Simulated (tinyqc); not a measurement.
Changing the spread of capture barriers sigma_c: bias-temperature instability from a Gaussian distribution of capture and emission barriers. Computed by tinyqc, a small Python program. Command: `OMP_NUM_THREADS=1 python tinyqc.py 3018357 3018358 out.jsonl bti sweep`. One thread of a shared host (Intel(R) Xeon(R) Processor @ 2.30GHz), about 0.01 s of CPU time with the checks.

Each trap has a capture time tau_0 exp(E_c/(k_B T)) under stress and an emission time tau_0 exp(E_e/(k_B T)) after it. E_c is Gaussian, and E_e = E_c + d with d Gaussian and independent. A trap counts as filled once t_s exceeds its capture time and as emptied once t_r exceeds its emission time.

Inputs (values chosen for the exercise, for a model p-channel transistor):

| quantity | value | unit |
|---|---|---|
| shift with all traps filled V_max | 320 | mV |
| mean capture barrier at zero field mu_c | 1.78 | eV |
| lowering of mu_c per field k_F | 0.033 | eV/(MV/cm) |
| oxide field F | 7.4 | MV/cm |
| time constant tau_0 | 8e-11 | s |
| temperature T | 60 | C |
| stress time t_s | 10 | s |
| failure criterion | 50 | mV |

Constants: k_B = 8.617333262e-05 eV/K.

Method:
- Demarcation energies E_s = k_B T ln(t_s/tau_0), E_r = k_B T ln(t_r/tau_0); mean barrier mu = mu_c - k_F F; z = (E_s - mu)/sigma_c; Phi is the standard normal distribution.
- Temperatures in kelvin are T(C) + 273.15.
- Shift without recovery dV0 = V_max Phi(z); local time exponent n = d ln dV0/d ln t_s = (k_B T/sigma_c) exp(-z^2/2)/(sqrt(2 pi) Phi(z)); apparent activation energy n E_s.
- Solve V_max Phi(z) = criterion for t_s; the power-law extrapolation from the stress point is t_s (criterion/dV0)^(1/n); 1 year = 3.15576e7 s.

One run for each value:

| spread of capture barriers sigma_c (eV) | shift without recovery dV0 (mV) | time exponent n | log10 of the lifetime in s |
|---|---|---|---|
| 0.28 | 0.67 | 0.3238 | 8.858 |
| 0.34 | 2.93 | 0.2276 | 7.941 |
| 0.39 | 6.35 | 0.1784 | 7.177 |
| 0.45 | 11.94 | 0.1392 | 6.261 |
| 0.50 | 17.38 | 0.1164 | 5.497 |

What does the table show, and why?

Over the rows, shift without recovery dV0 (mV) rises from 0.667 to 17.4 (exponent d ln y / d ln x 7.6 between the first rows and 3.6 between the last); time exponent n falls from 0.324 to 0.116 (exponent d ln y / d ln x -1.8 between the first rows and -1.7 between the last); log10 of the lifetime in s falls from 8.86 to 5.50. The stress probes the low tail of the barriers: a wider distribution puts more traps there and flattens the time dependence. Left out: 0.120, 0.170, 0.230 (the shift is negligible or nearly saturated).
